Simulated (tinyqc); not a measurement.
Worked calculation: Hueckel theory of the pi electrons, for the molecule C1=CC2=CC=CC2=C1 (SMILES; centres numbered as the heavy atoms are written). Computed by tinyqc, a small Python program that keeps every step. Settings: charge = 0. Command: `OMP_NUM_THREADS=1 python tinyqc.py 25595 25596 out.jsonl` (the two numbers bound the seeds that draw the settings). One thread of a shared host (Intel(R) Xeon(R) Processor @ 2.60GHz), about 0.01 s of CPU time with the checks.

## The Hueckel matrix

Centres:
```
centre  z_r, pi electrons of the neutral centre       h
1C                                            1  0.0000
2C                                            1  0.0000
3C                                            1  0.0000
4C                                            1  0.0000
5C                                            1  0.0000
6C                                            1  0.0000
7C                                            1  0.0000
8C                                            1  0.0000
```

Bonds:
```
i  j  k
1  2  1
2  3  1
3  4  1
4  5  1
5  6  1
6  7  1
7  8  1
8  1  1
7  3  1
```

H_rr = alpha + h_r beta, H_rs = k_rs beta for bonded centres.

Hueckel matrix in units of beta (H = alpha + beta A):
```
        1C      2C      3C      4C      5C      6C      7C      8C
1C  0.0000  1.0000  0.0000  0.0000  0.0000  0.0000  0.0000  1.0000
2C  1.0000  0.0000  1.0000  0.0000  0.0000  0.0000  0.0000  0.0000
3C  0.0000  1.0000  0.0000  1.0000  0.0000  0.0000  1.0000  0.0000
4C  0.0000  0.0000  1.0000  0.0000  1.0000  0.0000  0.0000  0.0000
5C  0.0000  0.0000  0.0000  1.0000  0.0000  1.0000  0.0000  0.0000
6C  0.0000  0.0000  0.0000  0.0000  1.0000  0.0000  1.0000  0.0000
7C  0.0000  0.0000  1.0000  0.0000  0.0000  1.0000  0.0000  1.0000
8C  1.0000  0.0000  0.0000  0.0000  0.0000  0.0000  1.0000  0.0000
```

## Orbitals

pi electrons, sum of z_r less the charge = 8

Diagonalise; E = alpha + x beta with beta < 0, so the largest x are filled first; degenerate levels share their electrons. P = sum n_i c_ri c_si; each orbital has its largest coefficient positive (the first on a tie).

x values: 2.3429  1.4142  1.0000  0.4707  0.0000  -1.4142  -1.8136  -2.0000

occupations: 2.0000  2.0000  2.0000  2.0000  0.0000  0.0000  0.0000  0.0000

coefficients:
```
       MO1      MO2      MO3      MO4      MO5      MO6      MO7      MO8
1C  0.2714   0.5000   0.0000   0.5128   0.0000   0.5000   0.4042   0.0000
2C  0.3179   0.3536   0.4082   0.1207   0.5000  -0.3536  -0.3665  -0.2887
3C  0.4735   0.0000   0.4082  -0.4560   0.0000   0.0000   0.2606   0.5774
4C  0.3179  -0.3536   0.4082   0.1207  -0.5000   0.3536  -0.3665  -0.2887
5C  0.2714  -0.5000   0.0000   0.5128   0.0000  -0.5000   0.4042   0.0000
6C  0.3179  -0.3536  -0.4082   0.1207   0.5000   0.3536  -0.3665   0.2887
7C  0.4735   0.0000  -0.4082  -0.4560   0.0000   0.0000   0.2606  -0.5774
8C  0.3179   0.3536  -0.4082   0.1207  -0.5000  -0.3536  -0.3665   0.2887
```

charge and bond-order matrix P:
```
         1C       2C       3C       4C       5C       6C       7C       8C
1C   1.1732   0.6499  -0.2106  -0.0572   0.1732  -0.0572  -0.2106   0.6499
2C   0.6499   0.8146   0.5243   0.3146  -0.0572  -0.3520  -0.1423   0.1480
3C  -0.2106   0.5243   1.1976   0.5243  -0.2106  -0.1423   0.5309  -0.1423
4C  -0.0572   0.3146   0.5243   0.8146   0.6499   0.1480  -0.1423  -0.3520
5C   0.1732  -0.0572  -0.2106   0.6499   1.1732   0.6499  -0.2106  -0.0572
6C  -0.0572  -0.3520  -0.1423   0.1480   0.6499   0.8146   0.5243   0.3146
7C  -0.2106  -0.1423   0.5309  -0.1423  -0.2106   0.5243   1.1976   0.5243
8C   0.6499   0.1480  -0.1423  -0.3520  -0.0572   0.3146   0.5243   0.8146
```

## Energy, charges, bond orders

E = sum n x; q_r = z_r - P_rr; bond order p = P_rs; free valence = sqrt(3) - sum of p over the bonds of the atom.

pi energy = 8 alpha + this times beta = 10.4556

pi charges: 1C -0.1732, 2C 0.1854, 3C -0.1976, 4C 0.1854, 5C -0.1732, 6C 0.1854, 7C -0.1976, 8C 0.1854

Bond orders and lengths from R = 1.517 - 0.180 p (angstrom, C-C alone):
```
bond       p       R
1-2   0.6499  1.4000
2-3   0.5243  1.4226
3-4   0.5243  1.4226
4-5   0.6499  1.4000
5-6   0.6499  1.4000
6-7   0.5243  1.4226
7-8   0.5243  1.4226
8-1   0.6499  1.4000
7-3   0.5309  1.4214
```

free valence of the carbons: 1C 0.4323, 2C 0.5578, 3C 0.1525, 4C 0.5578, 5C 0.4323, 6C 0.5578, 7C 0.1525, 8C 0.5578

gap between the highest filled and the next level = 0.4707 |beta|
